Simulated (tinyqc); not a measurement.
Permittivity and interface capacitance from two thicknesses.

Question. 1/C = t/(eps0 ek) + 2/ci for planar capacitors that differ only in thickness. Find ek, ci and the EOT of the interfaces, 2 x 3.9 eps0/ci.

Constants: eps0 = 8.8541878128e-14 F/cm where lengths are in cm. Results are converted to the units shown.

C at t = 4.4 and 13 nm (uF/cm^2): [1.8205295, 0.61766700]

Answer. 1/C is a straight line in t: the slope gives ek and the intercept 2/ci. A single thickness would give only the effective permittivity; when the interfaces are a small part of 1/C, ci needs very accurate data.

ek = 9.08
ci = 1.00e3 uF/cm^2
EOT of the interfaces = 0.00691 nm

Program tinyqc, `OMP_NUM_THREADS=1 python tinyqc.py 2102136 2102137 out.jsonl`; Intel Xeon 2.30GHz, shared host, one thread, about 0.01 s.
